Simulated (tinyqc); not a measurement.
# Disorder broadening of a one-dimensional band in the self-consistent Born approximation: what changes with what

The local Green function is G = g0(z - Sigma) with z = E + i eta and g0(z) = 1/(sqrt(z - 2t) sqrt(z + 2t)), principal roots; the self-energy is Sigma = D G. The density of states is -Im G/pi.

Inputs (values chosen for the exercise):
```
symbol,value,unit,meaning
t,1,eV,hopping
D,0.24,eV^2,variance of the random site energy
eta,0.03,eV,bare broadening
E,-0.552,eV,energy from the band centre
```

Each table varies one quantity; the others keep the values above.

## Effect of the disorder strength

Sigma is iterated to self-consistency (retarded branch, Im Sigma < 0); first Born means Sigma = D g0(z) put once into G = g0(z - Sigma); clean means Sigma = 0.

The same in every row: DOS, clean (1/eV) = 0.16556.

Results:
```
D (eV^2)	Re Sigma (eV)	Im Sigma (eV)	DOS, self-consistent (1/eV)	DOS, first Born (1/eV)
0.0064	-1.6566e-5	-0.0033287	0.16556	0.16556
0.013	-3.7110e-5	-0.0067611	0.16555	0.16555
0.026	-8.7836e-5	-0.013521	0.16553	0.16553
0.053	-2.3655e-4	-0.027555	0.16549	0.16549
0.22	-0.0024252	-0.11401	0.16495	0.16500
0.44	-0.0083420	-0.22615	0.16360	0.16373
0.88	-0.027435	-0.44042	0.15931	0.15935
```

Estimate the missing row, D = 0.11 eV^2.

Computed row:
```
D (eV^2)	Re Sigma (eV)	Im Sigma (eV)	DOS, self-consistent (1/eV)	DOS, first Born (1/eV)
0.11	-7.4104e-4	-0.057143	0.16536	0.16537
```

With this row back in the table: |Im Sigma| rises from 0.00333 to 0.440 eV, as D^(1.00) between the first two rows and D^(0.96) between the last two (the golden rule gives power 1, broadening wider than the band power 1/2). First Born is within 0.01 % of the self-consistent density of states in the first row and 0.028 % above it in the last.

## Effect of the mixing

G = g0(z - Sigma), Sigma(out) = D G, Sigma(new) = Sigma + mix (Sigma(out) - Sigma). Iterations from Sigma = 0 until |Sigma(out) - Sigma| < 1e-10 eV, at most 500. The factor is |1 - mix + mix L|, L = d Sigma(out)/d Sigma at the solution.

Effect of the mixing:
```
mix	iterations	factor
0.1	199	0.89936
0.2	95	0.79873
0.3	60	0.69810
0.5	31	0.49689
0.7	19	0.29580
0.85	12	0.14537
1	7	0.019034
```

L = -0.00639-0.018i. The fewest iterations, 7, come at mix = 1; the smallest factor, 0.0190, is at mix = 1. As a function of mix the factor has its minimum at Re(1 - L)/|1 - L|^2 = 0.993, so the damped rows are slower.

Range of the model: The self-consistent Born approximation misses band tails from rare fluctuations and localisation.

tinyqc, about 0.01 s, one thread, Intel Xeon 2.30GHz (shared host): `OMP_NUM_THREADS=1 python tinyqc.py 2720028 2720029 out.jsonl`
